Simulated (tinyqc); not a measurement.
# Implanted layer, carriers, mobility and sheet resistance with incomplete ionisation, step by step

Program tinyqc, `OMP_NUM_THREADS=1 python tinyqc.py 2110091 2110092 out.jsonl`; Intel Xeon 2.30GHz, shared host, one thread, about 0.01 s. Printed values are rounded.

An n-type layer from the surface x = 0 to the junction xj, N(x) = N0 exp(-(x - Rp)^2/(2 sg^2)). Local neutrality (no depletion at surface or junction, no spilling of carriers), intrinsic carriers neglected, Boltzmann statistics.

Inputs (values chosen for the exercise); values close to those of arsenic in silicon over a p-type background:
```
symbol    value        unit                                 meaning
T           400           K                             temperature
Nb       4.3e14       cm^-3  background doping of the opposite type
N0       9.5e16       cm^-3             peak chemical concentration
m1         50.5  cm^2/(V s)           mobility limit at high doping
m2         1400  cm^2/(V s)  mobility limit at low doping, at 300 K
Nr      9.38e16       cm^-3    reference doping of the mobility law
am        0.676                        exponent of the mobility law
bt          2.1                          temperature exponent of m2
Ns      1.94e20       cm^-3       solubility limit of active dopant
NB      4.22e19       cm^-3  conduction-band density of states at T
Ei       0.0543          eV   ionisation energy in the dilute limit
gd            2                      degeneracy factor of the level
ks            0       eV cm              lowering of Ei per N^(1/3)
sg           85          nm                straggle after annealing
Rp          130          nm                         projected range
```

Constants: q = 1.602176634e-19 C, kB = 1.380649e-23 J/K, Vt = kB T/q. Results are converted to the units shown.

## Junction depth and local values

xj = Rp + sg sqrt(2 ln(N0/Nb)); 11 equal steps from 0 to xj. Active dopant A = min(N, Ns); n solves n (n + Nb)/(A - Nb - n) = K, K = (NB/gd) exp(-E/Vt), E = max(Ei - ks A^(1/3), 0), so n = 2 K (A - Nb)/[Nb + K + sqrt((Nb + K)^2 + 4 K (A - Nb))]; mobility mu = m1 + (m2 (T/300 K)^(-bt) - m1)/(1 + ((A + Nb)/Nr)^am).

xj = 409.283 nm

```
point   x (nm)   N (cm^-3)   A (cm^-3)  n (1e16 cm^-3)  mu (cm^2/(V s))
0        0.000  2.94981e16  2.94981e16         2.88743          539.336
1       37.208  5.23524e16  5.23524e16         5.13143          476.419
2       74.415  7.67120e16  7.67120e16         7.49868          431.414
3      111.623  9.28054e16  9.28054e16         9.04911          408.563
4      148.830  9.26973e16  9.26973e16         9.03873          408.703
5      186.038  7.64442e16  7.64442e16         7.47279          431.832
6      223.245  5.20482e16  5.20482e16         5.10171          477.091
7      260.453  2.92584e16  2.92584e16         2.86378          540.175
8      297.660  1.35794e16  1.35794e16         1.31087          610.344
9      334.868  5.20346e15  5.20346e15         0.47678          672.281
10     372.075  1.64622e15  1.64622e15         0.12158          714.640
11     409.283      4.3e14      4.3e14         0.00000          736.409
```

At the point of highest doping 98.0 % of the net active dopant gives free carriers. The mobility runs from 409 to 736 cm^2/(V s).

## Sheet quantities by the trapezoid rule

Dose = integral of N, carrier sheet density = integral of n, 1/Rs = q integral of n mu, mean mobility 1/(q Rs sheet density), Hall mobility (unit Hall factor) = integral of n mu^2 over integral of n mu, Hall sheet density = (integral of n mu)^2/integral of n mu^2; all from 0 to xj.

dose = 1.8891e12 cm^-2
carrier sheet density = 1.8421e12 cm^-2
Rs = 7534.1 ohm/square
mean mobility = 449.72 cm^2/(V s)
Hall mobility = 456.18 cm^2/(V s)
Hall sheet density = 1.8160e12 cm^-2

Carriers make up 97.5 % of the dose. A Hall measurement weights the mobile tail, so its sheet density is 1.4 % below the true one. With 4000 steps Rs = 7509 ohm/square; the coarse value is 0.34 % above it.
